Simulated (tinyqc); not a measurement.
Single-domain magnet: Stoner-Wohlfarth switching, Neel-Arrhenius retention, LLG dynamics and spin torque: one step, computed by the program tinyqc.

The moment is uniform, with unit vector m; z is the easy axis. mu_0 = 1.25663706212e-6 T m/A, gamma = 1.76085963023e11 rad/(s T).

Question. Spin-transfer switching. For axial symmetry and a polariser along z: I_c0 = (4 e alpha/(hbar eta)) K_eff V; relaxation time tau_D = (1 + alpha^2)/(alpha gamma mu_0 H_K); thermal start angle theta_0 = 1/sqrt(2 Delta); switching time about tau_D ln(pi/(2 theta_0))/(I/I_c0 - 1); precession frequency gamma mu_0 H_K/(2 pi (1 + alpha^2)).

Inputs (values chosen for the exercise, for a model magnet):
```
quantity,value,unit
temperature T,250,K
damping alpha,0.011,-
spin-torque efficiency eta,0.77,-
drive I/I_c0,2.1,-
```

Shape: thin disc, easy axis normal to it.

K_eff = 398.3450 kJ/m^3

volume V = 247.4004 nm^3

stability factor Delta = 28.55200

anisotropy field mu_0 H_K = 0.8774119 T

Constants: e = 1.602176634e-19 C; hbar = 1.054571817e-34 J s.

Give: critical current I_c0; Delta/I_c0; tau_D; switching time, estimate; precession frequency.

Answer.

critical current I_c0 = 8.556 microampere

Delta/I_c0 = 3.337 1/microampere

tau_D = 0.5885 ns

switching time, estimate = 1.324 ns

precession frequency = 24.59 GHz

Caution: a flat cylinder has a smaller N_z than the spheroid of the same t/d, so K_eff of a real disc is larger.
